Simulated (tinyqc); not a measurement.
Worked calculation: plane-wave Kohn-Sham cycle with exchange-only LDA in a layered model solid. One step of it, computed by the program tinyqc.

Task: Iteration 2: Hamiltonian at one k. H(m,m') = (k + G_m)^2/2 delta + V(G_m - G_m'), with V(-G) = V(G).

A solid whose potential varies along x alone (atomic units):
```
parameter                      value
period a                    9.100000
cross-section of the cell  16.000000
electrons per cell                 2
grid points                       16
plane waves -n..n, n               2
k points                           3
V1 in V1 cos(2 pi x/a)     -0.720000
```

V(G_m), m = 0, 1, 2, ... (hartree): -0.209976  -0.183261  0.011424  0.003703  0.001176

k = 0.000000 2 pi / a

Give: H.

Result:

H (hartree), lower triangle:
```
         -2       -1       +0       +1      +2
-2   0.7435
-1  -0.1833   0.0284
+0   0.0114  -0.1833  -0.2100
+1   0.0037   0.0114  -0.1833   0.0284
+2   0.0012   0.0037   0.0114  -0.1833  0.7435
```
